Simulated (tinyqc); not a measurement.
Inside a calculation. Method: Hubbard chain of 6 sites. One step of it, computed by the program tinyqc.

Question. Mean-field iteration 1. H(up) = T + U n(down), H(down) = T + U n(up); fill the lowest levels; n(new) = n + mixing (n(out) - n); E = tr T (rho up + rho down) + U sum n_up n_down of the output.

one-body matrix (hopping and site energies) (eV), lower triangle:
```
           1          2          3          4          5         6
1   0.000000
2  -1.940000   0.000000
3   0.000000  -1.940000   0.000000
4   0.000000   0.000000  -1.940000   0.000000
5   0.000000   0.000000   0.000000  -1.940000   0.000000
6   0.000000   0.000000   0.000000   0.000000  -1.940000  0.000000
```

U = 1.700000 eV

electrons, up and down: 3  3

mixing = 0.200000

n(up) at the start (a guess, not normalised): 1 0.550000, 2 0.450000, 3 0.550000, 4 0.450000, 5 0.550000, 6 0.450000

n(down) at the start (a guess): 1 0.450000, 2 0.550000, 3 0.450000, 4 0.550000, 5 0.450000, 6 0.550000

Give: levels, up; levels, down; energy; n(up) after iteration 1; n(down) after iteration 1.

Answer.

levels, up (eV): -2.647  -1.571  -0.018  1.718  3.271  4.347

levels, down (eV): -2.647  -1.571  -0.018  1.718  3.271  4.347

energy = -11.001 eV

n(up) after iteration 1: 1 0.547, 2 0.456, 3 0.545, 4 0.455, 5 0.544, 6 0.453

n(down) after iteration 1: 1 0.453, 2 0.544, 3 0.455, 4 0.545, 5 0.456, 6 0.547
